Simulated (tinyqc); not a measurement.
Bond length: bond-orbital model of a tetrahedral semiconductor (Harrison's universal couplings).

Hybrid level eh = (es + 3 ep)/4; metallic energy V1 = (ep - es)/4 for each atom; covalent energy V2 = 3.22 hbar^2/(m d^2); polar energy V3 = (ehc - eha)/2; hbar^2/m = 2c, c = hbar^2/2m0. Polarity ap = V3/sqrt(V2^2 + V3^2), covalency ac = V2/sqrt(V2^2 + V3^2). p-p coupling at Gamma Exx = (4/3)(2.22 - 2 x 0.63) hbar^2/(m d^2) = 1.28 hbar^2/(m d^2), s-s coupling Ess = 4 x 1.32 hbar^2/(m d^2).

Constants: hbar^2/2m0 = 3.80998211 eV angstrom^2.

Values chosen for the exercise (near tabulated values for Si; the model gives trends, and its gaps can be far from the real ones; the results hold for these values, not for the real material):
- esc = -14.92 eV (s level, cation)
- epc = -7.63 eV (p level, cation)
- esa = -14.92 eV (s level, anion)
- epa = -7.63 eV (p level, anion)
- d = 2.35 angstrom (bond length)
- Z = 4 (valence electrons of the anion)

d is scaled; levels stay. E0 is the s-like conduction level less Ev at Gamma (Ess = 5.28 u, Exx = 1.28 u); Z* = 4 ap - (Z - 4).

Against d:

| d/d0 | V2 (eV) | ap | Z* | Ev (eV) | E0 (eV) |
|---|---|---|---|---|---|
| 0.94 | 5.028 | 0.0000 | 0.000 | -9.629 | 2.954 |
| 0.96 | 4.821 | 0.0000 | 0.000 | -9.546 | 2.532 |
| 0.98 | 4.626 | 0.0000 | 0.000 | -9.469 | 2.135 |
| 1.00 | 4.443 | 0.0000 | 0.000 | -9.396 | 1.762 |
| 1.01 | 4.355 | 0.0000 | 0.000 | -9.361 | 1.583 |
| 1.02 | 4.270 | 0.0000 | 0.000 | -9.328 | 1.410 |
| 1.04 | 4.108 | 0.0000 | 0.000 | -9.263 | 1.079 |

Give the missing row, d/d0 = 0.99.

Computed row:
```
d/d0  V2 (eV)      ap     Z*  Ev (eV)  E0 (eV)
0.99    4.533  0.0000  0.000   -9.432    1.945
```

Compression raises V2 and E0: dE0/d ln(volume) = -6.04 eV, of which the valence band gives -1.18. The bond stays non-polar.

tinyqc: `OMP_NUM_THREADS=1 python tinyqc.py 1481840 1481841 out.jsonl`; about 0.01 s, one thread, shared Intel(R) Xeon(R) Processor @ 2.30GHz.
